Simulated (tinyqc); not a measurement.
Metal gate on a two-layer dielectric stack with fixed charge and a dipole: flat band against the thickness t1.

Gate, layer 2, layer 1, p-type semiconductor; x runs from the gate inwards. Charges are counted in units of +q. psi is the band bending at the surface, positive towards inversion. Classical charge, Boltzmann statistics, no interface traps.

EOT = 3.9 (t1/e1 + t2/e2), Cox = eps0/(t1/e1 + t2/e2); phi_ms = pM - (chi + Eg - Vt ln(Nv/Na)). Vfb = phi_ms + Vd - (q/eps0) [Q1 (t1/e1 + t2/e2) + Q2 t2/e2 + r1 (t1^2/(2 e1) + t1 t2/e2) + r2 t2^2/(2 e2)]: each charge counts with its electrical distance from the gate. ni = sqrt(Nc Nv) exp(-Eg/(2 Vt)), Eg in volts, pB = Vt ln(Na/ni), Vth = Vfb + 2 pB + sqrt(4 q eps0 eps_r Na pB)/Cox.

Parameters, values chosen for the exercise; band and dielectric values close to those of silicon, layer 1 close to silicon dioxide, layer 2 close to zirconium oxide:

| symbol | value | unit | meaning |
|---|---|---|---|
| T | 350 | K | temperature |
| Eg | 1.13 | eV | band gap |
| eps_r | 11.8 |  | relative permittivity |
| Nc | 3.53e19 | cm^-3 | conduction-band density of states at T |
| Nv | 3.4e19 | cm^-3 | valence-band density of states at T |
| chi | 4.08 | eV | electron affinity |
| Na | 2.2e17 | cm^-3 | acceptor density |
| pM | 4.76 | eV | work function of the gate metal |
| e1 | 3.92 |  | relative permittivity of layer 1 |
| t2 | 2.2 | nm | thickness of layer 2, next to the gate |
| e2 | 25.3 |  | relative permittivity of layer 2 |
| Q1 | 1.3e11 | cm^-2 | fixed charge at the semiconductor interface |
| Q2 | 4.4e12 | cm^-2 | fixed charge between the layers |
| r1 | 0 | cm^-3 | uniform charge density in layer 1 |
| r2 | 0 | cm^-3 | uniform charge density in layer 2 |
| Vd | 0 | V | flat-band shift by a dipole layer between the layers |

Constants: q = 1.602176634e-19 C, kB = 1.380649e-23 J/K, Vt = kB T/q, eps0 = 8.8541878128e-14 F/cm where lengths are in cm. Results are converted to the units shown.

Flat band against the thickness t1:

| t1 (nm) | EOT (nm) | Vfb (V) | Vth (V) |
|---|---|---|---|
| 0.5 | 0.83658 | -0.37226 | 0.51228 |
| 1 | 1.3340 | -0.37526 | 0.54478 |
| 1.5 | 1.8315 | -0.37826 | 0.57729 |
| 2 | 2.3289 | -0.38126 | 0.60980 |
| 2.5 | 2.8264 | -0.38426 | 0.64230 |
| 3 | 3.3238 | -0.38726 | 0.67481 |
| 3.5 | 3.8213 | -0.39026 | 0.70732 |
| 4 | 4.3187 | -0.39326 | 0.73982 |

Vfb falls from -0.372 to -0.393 V and Vth rises from 0.512 to 0.740 V. The slope dVfb/dEOT is -6.03 mV/nm between the first two rows and -6.03 between the last two: a straight line, set by the charge below the growing layer, which reads as 1.30e11 cm^-2. A line through the end rows meets EOT = 0 at -0.367 V, against phi_ms + Vd = -0.298 V; an effective work function read from it is off by -69.2 mV from pM.

tinyqc, about 0.01 s, one thread, Intel Xeon 2.30GHz (shared host): `OMP_NUM_THREADS=1 python tinyqc.py 2010138 2010139 out.jsonl`
